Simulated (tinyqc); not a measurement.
Absorption spectrum: gated graphene: carriers, quantum capacitance and optical conductivity.

Conductivity over sigma0 = e^2/(4 hbar): interband Re = sinh(E/2kT)/(cosh(mu/kT) + cosh(E/2kT)); intraband Re = (8 kT/pi) ln(2 cosh(mu/2kT)) Gm/(E^2 + Gm^2). A free sheet absorbs about pi alpha_f Re(sigma/sigma0), alpha_f the fine-structure constant (alpha among the constants).

Constants: kB = 8.617333262e-05 eV/K; fine-structure constant alpha = 0.007297352564.

Inputs chosen for the exercise (out of a larger set: Fermi velocity near that of graphene, gate dielectric near HfO2; not measured data): T = 300 K; Gm = 2 meV (intraband damping).

mu = 0.22741 eV

Results:

| E (eV) | interband | intraband | absorption (%) |
|---|---|---|---|
| 0.045 | 0.0003 | 0.2854 | 0.655 |
| 0.091 | 0.0009 | 0.0699 | 0.162 |
| 0.159 | 0.0033 | 0.0229 | 0.060 |
| 0.227 | 0.0121 | 0.0112 | 0.053 |
| 0.318 | 0.0662 | 0.0057 | 0.165 |
| 0.387 | 0.2122 | 0.0039 | 0.495 |
| 0.455 | 0.5009 | 0.0028 | 1.155 |
| 0.523 | 0.7890 | 0.0021 | 1.814 |
| 0.591 | 0.9330 | 0.0017 | 2.143 |
| 0.728 | 0.9950 | 0.0011 | 2.283 |
| 0.910 | 0.9998 | 0.0007 | 2.294 |
| 1.364 | 1.0000 | 0.0003 | 2.293 |

What can be read from this table?

The edge lies at 2|mu| = 0.455 eV and, for |mu| above about 3 kT (here 8.8), rises from 10 % to 90 % over about 8.8 kT = 0.227 eV. The absorption is lowest, 0.053 %, at 0.227 eV of those listed, between the Drude tail and the edge; at the last row it is 2.293 % against pi alpha_f = 2.293 %. The thin-sheet formula fails where the absorption is large, and trigonal warping matters above about 1.5 eV.

Run: tinyqc, `OMP_NUM_THREADS=1 python tinyqc.py 1651078 1651079 out.jsonl`; Intel(R) Xeon(R) Processor @ 2.30GHz, one thread, shared host; about 0.01 s of CPU time with all checks.
